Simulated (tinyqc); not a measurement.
# Inverter chain driving a load

N inverters, each f = Hc^(1/N) times larger than the one before: delay tau N (f + pp). Switched capacitance in units of the first input, with output capacitance pp times the input: Hc + (1 + pp)(Hc - 1)/(f - 1).

Parameters, values chosen for the exercise:
- Hc = 110 (load over the input capacitance of the chain)
- pp = 1 (parasitic delay of an inverter)
- tau = 7.2 ps (delay unit)

Inverter chain driving a load:
```
N      f  delay (ps)  switched capacitance
1  110.0       799.2                 112.0
2  10.49       165.4                 133.0
3  4.791       125.1                 167.5
4  3.239       122.1                 207.4
5  2.560       128.2                 249.7
6  2.189       137.8                 293.4
7  1.957       149.0                 337.8
8  1.800       161.3                 382.6
```

Read the table: what changes, and by how much?

The delay goes from 799 through a minimum of 122 (at N = 4 among the rows listed) to 161 ps. The best stage effort solves pp + rho (1 - ln rho) = 0, rho = 3.59, which gives N = ln Hc/ln rho = 3.68. One stage fewer than the best costs 2.5 % in delay and saves 19 % of the switched capacitance.

tinyqc, about 0.01 s, one thread, Intel Xeon 2.30GHz (shared host): `OMP_NUM_THREADS=1 python tinyqc.py 2082002 2082003 out.jsonl`
